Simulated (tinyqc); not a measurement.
As the film thickens, and with more bath resistance: electroplating on a thin resistive seed layer: kinetics, Wagner number and the terminal effect across a wafer. Computed by tinyqc, a small Python program. Command: `OMP_NUM_THREADS=1 python tinyqc.py 3121059 3121060 out.jsonl terminal walk`. One thread of a shared host (Intel(R) Xeon(R) Processor @ 2.30GHz), about 0.02 s of CPU time with the checks.

Current enters the seed at the rim. The bath is treated as a local resistance per area (no lateral flow in the liquid), two electrons per ion, molar volume 7.11 cm^3/mol, Faraday constant F = e N_A, kinematic viscosity 0.01 cm^2/s, omega = 2 pi x rpm/60; k_B T/e is in volts.

Inputs (values chosen for the exercise, of the order of those for copper plating from an acid sulfate bath): wafer radius R = 15 cm; seed thickness t = 28 nm; seed resistivity = 7.1 microohm cm; bath conductivity kappa = 0.066 S/cm; gap to the anode h = 1.6 cm; extra resistance of a porous plate = 0 ohm cm^2; exchange current density i_0 = 1.5 mA/cm^2; cathodic transfer coefficient alpha = 0.83; mean current density = 6.5 mA/cm^2; diffusivity of the metal ion = 5.6e-06 cm^2/s; metal ion concentration = 0.48 mol/L; rotation rate = 200 rpm; temperature T = 298 K.

Constants: e = 1.602176634e-19 C; N_A = 6.02214076e+23 1/mol; k_B = 8.617333262e-05 eV/K.

Method:
- Growth rate = i V_m/(2 F). Levich limit i_L = 0.62 x 2 F D^(2/3) omega^(1/2) nu^(-1/6) c. Tafel overpotential eta = (k_B T/(alpha e)) ln(i/i_0); kinetic resistance k_B T/(alpha e i); bath resistance h/kappa + plate; R_s = resistivity/t; Wagner number = kinetic resistance x kappa/R.
- Full model: seed potential phi(r) with (1/r)(r phi')' = R_s i, where i solves phi = R_b i + (k_B T/(alpha e)) ln(i/i_0) (phi being the driving voltage left at r); phi'(0) = 0 and phi'(R) = R_s i_mean R/2. Solved by collocation to a tolerance of 1e-7.
- The film is taken as uniform, with the seed resistivity; the last column adds 100 ohm cm^2 to R_b. Extra power of that plate = i^2 x 100 ohm cm^2 x area.

sheet resistance R_s = 2.53571 ohm/square

bath resistance R_b = 24.2424 ohm cm^2

Edge over centre:
```
thickness (nm)  R_s (ohm/square)  as given  with 100 ohm cm^2 more
28                        2.5357    13.099                  2.4454
42                        1.6905     7.347                  1.8829
56                        1.2679     5.140                  1.6334
84                        0.8452     3.364                  1.4037
140                       0.5071     2.237                  1.2336
280                       0.2536     1.554                  1.1137
560                       0.1268     1.261                  1.0561
```

extra power = 2.9865 W

The ratio falls below 1.1 in none of these rows as given, and from 560 nm on with the added resistance: what counts is R_s R^2 against the sum of kinetic and bath resistance.
